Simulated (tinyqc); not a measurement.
Elastic strain and critical thickness of a cubic alloy layer A(1-x)B(x) on a thick substrate. Changing the fraction x of B. Computed by tinyqc, a small Python program. Command: `OMP_NUM_THREADS=1 python tinyqc.py 3000779 3000780 out.jsonl misfit sweep`. One thread of a shared host (Intel(R) Xeon(R) Processor @ 2.30GHz), about 0.02 s of CPU time with the checks.

Strain is positive in tension. The layer is coherent with the substrate unless said otherwise.

Inputs (values chosen for the exercise, modelled on Ga(1-x)In(x)As on GaAs):

| quantity | value | unit |
|---|---|---|
| lattice constant a_A | 5.653 | angstrom |
| lattice constant a_B | 6.058 | angstrom |
| substrate lattice constant a_S | 5.653 | angstrom |
| layer thickness h | 7.4 | nm |
| X-ray wavelength | 1.540593 | angstrom |
| start of the iteration h0/b | 100 | - |

Growth plane: (001). Layer: uncapped. Misfit dislocation: 60-degree.

C11, C12, C44 of A (GPa): 116.6  52.73  59.64

C11, C12, C44 of B (GPa): 82.99  45.52  39.12

Method:
- a = (1 - x) a_A + x a_B, the same rule for each C_ij; misfit f = (a_S - a)/a, the in-plane strain of the coherent layer.
- (001): D = 2 C12/C11, M = C11 + C12 - 2 C12^2/C11. The free surface carries no normal stress, so e_perp = -D f; dV/V = 2 f + e_perp; stress = M f; energy per area = M f^2 h (1 GPa nm = 1 J/m^2).
- Reflection 004: d = a_perp/sqrt(16), with a_perp = a (1 + e_perp) for the coherent layer, a for the relaxed layer and a_S for the substrate; sin(theta) = lambda/(2 d).
- Voigt averages: G = (C11 - C12 + 3 C44)/5, B = (C11 + 2 C12)/3, nu = (3 B - 2 G)/(2 (3 B + G)); b = a/sqrt(2). The 60-degree dislocation has cos alpha = 1/2, and cos lambda = 1/2 on (001).
- Matthews-Blakeslee: h_c = A [ln(h_c/b) + 1], A = b (1 - nu cos^2 alpha)/(8 pi |f| (1 + nu) cos lambda), the factor 8 pi being that of an uncapped layer.
- Start at h0, put the right side back in, and stop when the change is below 1e-9 h or h turns negative.

One run for each value:

| fraction x of B | misfit f | in-plane stress (GPa) | critical thickness h_c (Matthews-Blakeslee) (nm) | peak separation of the coherent layer (arcsec) | biaxial modulus M (GPa) |
|---|---|---|---|---|---|
| 0.04 | -0.002858 | -0.3428 | 49.665 | -729 | 119.98 |
| 0.13 | -0.009228 | -1.0724 | 11.543 | -2351 | 116.22 |
| 0.22 | -0.015517 | -1.7448 | 5.781 | -3948 | 112.45 |
| 0.32 | -0.022412 | -2.4256 | 3.436 | -5696 | 108.23 |
| 0.41 | -0.028536 | -2.9792 | 2.384 | -7247 | 104.40 |
| 0.50 | -0.034583 | -3.4775 | 1.743 | -8781 | 100.56 |
| 0.59 | -0.040555 | -3.9208 | 1.312 | -10299 | 96.68 |

Describe and explain the trends.

Over the rows, misfit f falls from -0.00286 to -0.0406 (exponent d ln y / d ln x about 0.98 throughout); in-plane stress (GPa) falls from -0.343 to -3.92 (exponent d ln y / d ln x 0.97 between the first rows and 0.72 between the last); critical thickness h_c (Matthews-Blakeslee) (nm) falls from 49.7 to 1.31 (exponent d ln y / d ln x -1.2 between the first rows and -1.7 between the last). h_c |f| / 1 nm runs from 0.142 to 0.0532: it would be constant but for the logarithm and the drift of b and nu. Left out: 0.680, 0.780, 0.870, 0.960 (the Matthews-Blakeslee equation has no root well above b).

Caution (rows 0.320, 0.410, 0.500, 0.590): above about 2 % misfit, linear elasticity is rough and compressed layers tend to form islands before dislocations. Caution (rows 0.410, 0.500, 0.590): a critical thickness of a few Burgers vectors is outside continuum elasticity and hangs on the core term.

Extremes, crossings and ranges named in words are read from the listed rows.
